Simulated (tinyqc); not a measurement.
From one set of inputs to another, one input at a time: vacuum evaporation: vapour pressure, source flux, thickness distribution, purity and step coverage. Computed by tinyqc, a small Python program. Command: `OMP_NUM_THREADS=1 python tinyqc.py 3113498 3113499 out.jsonl evap ladder`. One thread of a shared host (Intel(R) Xeon(R) Processor @ 2.30GHz), about 0.02 s of CPU time with the checks.

Molecular flow, unit sticking of the metal, no re-evaporation. The background gas is taken as water vapour (18.015 g/mol, collision diameter 0.37 nm) at 300 K.

The inputs printed are set A. Set A is modelled on gallium, with constants for the liquid; the values taken over come from a set modelled on copper, with constants for the liquid. Inputs not listed in the table keep their values of set A, so the rows need not describe a real material.

Inputs (values chosen for the exercise, modelled on gallium, with constants for the liquid):

| quantity | value | unit |
|---|---|---|
| molar mass M | 69.72 | g/mol |
| film density rho | 5.91 | g/cm^3 |
| vapour-pressure constant A | 10.67 | - |
| vapour-pressure constant B | 13950 | K |
| source temperature T | 1160 | K |
| source area | 0.86 | cm^2 |
| directionality n | 1 | - |
| source-to-wafer distance h | 15 | cm |
| wafer radius R | 5 | cm |
| source offset from the axis s/h | 0.49 | - |
| background pressure p | 4e-06 | Pa |
| sticking of background gas | 0.3 | - |

Constants: u = 1.6605390666e-27 kg; k_B = 1.380649e-23 J/K; R = 8.314462618 J/(mol K).

Method:
- log10(p_v/Pa) = A - B/T; flux from the surface Phi = p_v/sqrt(2 pi m k_B T), m = M u.
- Mass loss = Phi x area x m; heat of evaporation = ln(10) R B; d ln Phi/dT = ln(10) B/T^2 - 1/(2 T).
- A small source emits (n + 1) Phi area cos^n(phi)/(2 pi) per solid angle; on a parallel plane at height h and lateral distance l the arrival rate is (n + 1) Phi area/(2 pi h^2) x (1 + (l/h)^2)^(-(n + 3)/2). Growth rate = arrival rate x m/rho, m = M u. The wafer is fixed and centred above the source.
- Rotating wafer, source offset by s and facing upwards: thickness at radius r is the mean over the angle a of (1 + (r^2 + s^2 - 2 r s cos a)/h^2)^(-(n + 3)/2), by 360 equal steps; non-uniformity (max - min)/(max + min) over 21 radii from 0 to R.
- Mean free path lambda = k_B T_g/(sqrt2 pi d^2 p); unscattered share exp(-h/lambda); gas arrival p/sqrt(2 pi m_g k_B T_g); impurity ratio = sticking x gas arrival/metal arrival; monolayer time = 1e15 cm^-2/(sticking x gas arrival).

Each row keeps all changes above it:

| input moved | from | to | non-uniformity (max - min)/(max + min) (%) | impurity ratio | non-uniformity, rotating (%) |
|---|---|---|---|---|---|
| set A | - | - | 10.50 | 8.658e-02 | 4.062 |
| source temperature T (K) | 1160 | 1560 | 10.50 | 8.283e-05 | 4.062 |
| source-to-wafer distance h (cm) | 15 | 32 | 2.41 | 3.770e-04 | 0.842 |
| wafer radius R (cm) | 5 | 10 | 9.29 | 3.770e-04 | 3.541 |
| background pressure p (Pa) | 4e-06 | 0.003 | 9.29 | 2.827e-01 | 3.541 |
| source area (cm^2) | 0.86 | 0.37 | 9.29 | 6.571e-01 | 3.541 |
| vapour-pressure constant B (K) | 13950 | 16390 | 9.29 | 2.409e+01 | 3.541 |
| source offset from the axis s/h | 0.49 | 0.81 | 9.29 | 2.409e+01 | 0.796 |

Which inputs carry the difference?

Non-uniformity (max - min)/(max + min) goes from 10.5 to 9.29, a factor 0.885 in all. The largest single move comes from source-to-wafer distance h (a factor 0.230), and wafer radius R works against it (a factor 3.85). Impurity ratio goes from 0.0866 to 24.1, a factor 278 in all. The largest single move comes from source temperature T (a factor 9.57e-4), but it runs against the net change; the largest move in the direction of the net change is background pressure p (a factor 750). non-uniformity, rotating goes from 4.06 to 0.796, a factor 0.196 in all. The largest single move comes from source-to-wafer distance h (a factor 0.207), and wafer radius R works against it (a factor 4.21). The single moves hold for this order of the switches; the total does not depend on the order.

Caution (rows source temperature T, source-to-wafer distance h, wafer radius R, background pressure p, source area): at this vapour pressure atoms collide above the melt, which widens the beam and lowers the net flux. Caution (rows vapour-pressure constant B, source offset from the axis s/h): more gas than metal sticks, so a compound rather than a metal film would grow.

Extremes, crossings and ranges named in words are read from the listed rows.
